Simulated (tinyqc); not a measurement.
# Energy and delay of logic against supply voltage: two studies

One expression serves below and above threshold: I(Vg) = Ik [ln(1 + exp((Vg - VT + dd V)/(al nf Vt)))]^al, with I_on = I(V) and I_off = I(0). Gate delay td = kd C V/I_on, clock period LD td. Per gate and cycle the switching energy is act C V^2 and the leakage energy I_off V LD td. No short-circuit current, no variation. Minima are sought above 0.09 V; below a few Vt gates no longer switch and the model has no meaning.

Parameters, values chosen for the exercise; values of the order met in logic technologies: temperature T = 250 K; threshold voltage at zero drain bias VT = 0.35 V; slope factor nf = 1.27; barrier lowering per volt of supply dd = 0.1; specific current of a gate Ik = 0.31 uA; exponent of the current law al = 1.44; load capacitance of a gate C = 1.4 fF; delay factor kd = 0.7; logic depth LD = 12; activity factor act = 0.2.

Constants: q = 1.602176634e-19 C, kB = 1.380649e-23 J/K, Vt = kB T/q. Results are converted to the units shown.

Each table varies one quantity; the others keep the values above.

## Energy and delay against supply voltage

EDP = energy times td.

Results:

| V (V) | I_on (uA) | I_off (nA) | td (ps) | switching (aJ) | leakage (aJ) | energy (aJ) | EDP (fJ ps) |
|---|---|---|---|---|---|---|---|
| 0.15 | 3.564e-4 | 0.001492 | 4.124e5 | 6.300 | 1.108 | 7.408 | 3055 |
| 0.38 | 0.7752 | 0.003458 | 480.4 | 40.43 | 0.007575 | 40.44 | 19.43 |
| 0.5 | 3.222 | 0.005361 | 152.1 | 70.00 | 0.004891 | 70.00 | 10.65 |
| 0.62 | 6.673 | 0.008311 | 91.05 | 107.6 | 0.005630 | 107.6 | 9.801 |
| 0.73 | 10.44 | 0.01242 | 68.53 | 149.2 | 0.007457 | 149.2 | 10.23 |
| 0.85 | 15.09 | 0.01926 | 55.22 | 202.3 | 0.01084 | 202.3 | 11.17 |
| 0.97 | 20.22 | 0.02985 | 47.01 | 263.5 | 0.01633 | 263.5 | 12.39 |
| 1.08 | 25.31 | 0.04460 | 41.81 | 326.6 | 0.02417 | 326.6 | 13.66 |
| 1.2 | 31.25 | 0.06912 | 37.63 | 403.2 | 0.03746 | 403.2 | 15.18 |

Estimate the missing row, V = 0.27 V.

Computed row:

| V (V) | I_on (uA) | I_off (nA) | td (ps) | switching (aJ) | leakage (aJ) | energy (aJ) | EDP (fJ ps) |
|---|---|---|---|---|---|---|---|
| 0.27 | 0.03770 | 0.002313 | 7019 | 20.41 | 0.05261 | 20.46 | 143.6 |

With this row back in the table: td falls from 4.12e5 to 37.6 ps; the energy rises from 7.41 to 403 aJ and the EDP goes from 3060 through a minimum of 9.80 (at V = 0.62 V among the rows listed) to 15.2 fJ ps. The exact minima lie at V = 0.0909 V for the energy and 0.612 V for the EDP. Going from 1.2 V to the energy minimum saves a factor of 69.3 in energy and costs a factor of 71000 in delay.

## Optimum supplies against the activity factor

Same model as above.

V_min minimises the energy and V_EDP the product of energy and td.

Optimum supplies against the activity factor:

| act | V_min (V) | energy at V_min (aJ) | leakage share (%) | clock at V_min (MHz) | V_EDP (V) | clock at V_EDP (GHz) |
|---|---|---|---|---|---|---|
| 0.002 | 0.2653 | 0.2562 | 23.06 | 10.21 | 0.6125 | 0.8934 |
| 0.005 | 0.2360 | 0.5159 | 24.44 | 3.823 | 0.6120 | 0.8921 |
| 0.01 | 0.2133 | 0.8655 | 26.40 | 1.756 | 0.6119 | 0.8916 |
| 0.02 | 0.1900 | 1.428 | 29.24 | 0.7854 | 0.6118 | 0.8914 |
| 0.05 | 0.1574 | 2.666 | 34.99 | 0.2585 | 0.6117 | 0.8913 |
| 0.1 | 0.1299 | 4.089 | 42.25 | 0.1042 | 0.6117 | 0.8912 |
| 0.2 | 0.09094 | 5.822 | 60.23 | 0.03117 | 0.6117 | 0.8912 |

What does the comparison show?

As act goes from 0.002 to 0.2, V_min falls from 0.265 to 0.0909 V, the energy there rises from 0.256 to 5.82 aJ, the clock there falls from 10.2 to 0.0312 MHz and V_EDP stays near 0.612 V. act and LD enter V_min only through the ratio act/LD.

tinyqc, about 0.01 s, one thread, Intel Xeon 2.30GHz (shared host): `OMP_NUM_THREADS=1 python tinyqc.py 2082042 2082043 out.jsonl`
